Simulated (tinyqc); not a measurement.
## Slope factor and drain-induced lowering from three currents

Inverse problem. With source and body at 0 V, I = A exp((Vg + dd Vd)/(nf Vt)) (1 - exp(-Vd/Vt)). Find nf, the swing nf Vt ln 10 and dd.

Values chosen for this exercise:
- T = 300 K (temperature)

Constants: q = 1.602176634e-19 C, kB = 1.380649e-23 J/K, Vt = kB T/q. Results are converted to the units shown.

currents at (Vg, Vd) = (0, 0.05), (0, 1.1) and (0.09, 1.1) V (nA/um): [0.0089244639, 2.3457795, 42.680719]

Solution. The pair at equal Vd gives nf; the pair at equal Vg, after dividing out the factors 1 - exp(-Vd/Vt), gives dd.

nf = 1.200
swing = 71.43 mV/decade
dd = 0.1600

Program tinyqc, `OMP_NUM_THREADS=1 python tinyqc.py 2242204 2242205 out.jsonl`; Intel Xeon 2.30GHz, shared host, one thread, about 0.03 s.
